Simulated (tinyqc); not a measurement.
## Channel mobility from two channel lengths

Question. Two power MOSFETs differ only in channel length: R_on = R_rest + Lc (Wp + a)/(2 mch Cox Vov), Cox = 3.9 eps0/tox. Find mch and R_rest.

Values chosen for this exercise: gate oxide thickness (eps_r 3.9) tox = 31 nm; gate overdrive Vov = 7 V; width of the p body in one cell, channels included Wp = 2.5 um; gap between neighbouring p bodies a = 3.6 um.

Constants: eps0 = 8.8541878128e-14 F/cm where lengths are in cm. Results are converted to the units shown.

R_on at Lc = 0.24 and 0.83 um (mohm cm^2): 5.8470460  6.4543674

Answer. R_on is a straight line in Lc; its slope gives mch and its intercept the rest.

mch = 38.00 cm^2/(V s)
R_rest = 5.600 mohm cm^2

tinyqc, about 0.01 s, one thread, Intel Xeon 2.30GHz (shared host): `OMP_NUM_THREADS=1 python tinyqc.py 2230058 2230059 out.jsonl`
